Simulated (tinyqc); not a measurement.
Atomic layer deposition: Langmuir saturation, growth per cycle and coating of deep features: one step, computed by the program tinyqc. Command: `OMP_NUM_THREADS=1 python tinyqc.py 3026271 3026272 out.jsonl ald walk`. One thread of a shared host (Intel(R) Xeon(R) Processor @ 2.30GHz), about 0.03 s of CPU time with the checks.

Precursor A sticks only on free sites, so a long enough pulse saturates; co-reactant B then frees the sites again.

Task: Steady growth per cycle. One cycle from coverage th0: pulse A gives th1 = th_s + (th0 - th_s) exp(-(k_a + k_d) t), th_s = k_a/(k_a + k_d); the purge leaves th2 = th1 exp(-k_d t_p); pulse B converts c_B th2 into film and leaves th3 = (1 - c_B) th2. Growth = G c_B th2. The periodic state has th0 = th3: th0 = (1 - c_B) e_p th_s (1 - e_a)/(1 - (1 - c_B) e_p e_a), with e_a = exp(-(k_a + k_d) t), e_p = exp(-k_d t_p). Share of impinging molecules used = q (th1 - th0)/(F t).

Inputs (values chosen for the exercise, modelled on hafnium oxide from an amide and water):
```
quantity                              value      unit
site density q                            3    1/nm^2
growth per cycle at saturation G       0.92  angstrom
temperature T                           175         C
pulse time t                          0.034         s
co-reactant completion per pulse c_B   0.99         -
purge time t_p                          2.2         s
```

k_a = 201.7748 1/s

k_d = 2.271462e-04 1/s

flux F = 20873.26 1/(nm^2 s)

Give: coverage after pulse A; growth per cycle; share of impinging molecules used.

Result:

coverage after pulse A = 0.99896

growth per cycle = 0.90940 angstrom

share of impinging molecules used = 0.0041806

The pulse is 6.86 filling times long: saturated.
